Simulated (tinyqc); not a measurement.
Cap thickness from the capacitance plateau.

Question. With only the buried channel on, 1/C = 1/Cox + (tc + zc)/(eps0 eps_r), Cox = eps0 eox/tox. Find tc and the oxide-equivalent thickness 3.9 eps0/C.

Values chosen for this exercise; band and dielectric values close to those of silicon:
```
symbol,value,unit,meaning
eps_r,11.9,,relative permittivity
eox,7.64,,relative permittivity of the gate insulator (close to silicon nitride)
tox,3.9,nm,insulator thickness
zc,0.8,nm,depth of the hole centroid below the top of the SiGe
```

Constants: eps0 = 8.8541878128e-14 F/cm where lengths are in cm. Results are converted to the units shown.

plateau of C/Cox with only the buried channel on = 0.74310693

Answer. The cap and the centroid act as a second capacitor in series with the insulator.

tc = 1.30 nm
equivalent thickness = 2.68 nm

Computed by the program tinyqc: `OMP_NUM_THREADS=1 python tinyqc.py 2042205 2042206 out.jsonl`, one thread of a shared Intel Xeon 2.30GHz, about 0.03 s for the whole run.
